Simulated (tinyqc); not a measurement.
Interpolating the pair or each band alone: Wannier functions of a composite (isolated) pair of valence bands (bonds of an sp chain).

Each atom has a hybrid pointing left (<) and right (>). H(k): diagonal +V3 on A, -V3 on B; <A<|A>> = -V1a, <B<|B>> = -V1b, <A>|B<> = -V2, <B>|A<> = -V2p exp(ik); k in 1/a, Bloch sums with exp(ikR). The two lowest bands are filled. Trial functions in cell 0: g1 = cos(c) A> + sin(c) B<, and g2 = sin(c) B> + cos(c) A< of cell 1, whose Bloch vector has cos(c) exp(-ik) on A<. Projection A_mn = <psi_m|g_n>, S = A^+ A, Loewdin U = A S^(-1/2), Bloch-like states w_n = sum_m psi_m U_mn, H_W(k) = U^+ diag(E) U. P = sum_m |psi_m><psi_m| is free of phase choices, and S = g^+ P g, w = P g S^(-1/2).

Parameters, chosen for this exercise: V2 = 4.55 eV (coupling in the bond A-B inside the cell); V2p = 4.14 eV (coupling in the bond to the next cell); V1a = 0.93 eV (coupling of the two hybrids on A); V1b = 1.15 eV (the same on B); V3 = 0 eV (A at +V3, B at -V3); c = 65 degrees (trial bonds cos(c) on A, sin(c) on B).

Largest error on 25 points from 0 to pi. Pair: diagonalise the Hermitian part of sum_R exp(ikR) H(R) over the N cells nearest the origin, with H(R) the mean of exp(-ikR) H_W(k) on the mesh k = 2 pi j/N. Alone: the cosine series of each sorted band on the same mesh.

Errors (meV):
```
N      pair  each band alone
3   7.08794        158.98110
5   0.21846         57.44605
6   0.10366         15.87832
8   0.00423          6.57033
10  0.00018          3.29771
14  0.00000          0.92937
```

Give the missing row, N = 4.

Computed row:
```
N     pair  each band alone
4  3.82160         41.73793
```

smallest spacing of the two filled bands = 0.4653 eV

At N = 6 the pair errs by 0.10 meV and the single bands by 16; at N = 10, 0.00018 against 3.3. Both fall exponentially: the pair at a rate tied to the gap to the empty bands (6.57 eV), the single bands at a slower one tied to their own spacing (0.465 eV at the closest). Not every column falls at every step, since even meshes hold k = pi and odd ones do not.

Program tinyqc; command `OMP_NUM_THREADS=1 python tinyqc.py 1481452 1481453 out.jsonl`; about 0.2 s on one thread of a shared Intel(R) Xeon(R) Processor @ 2.30GHz.
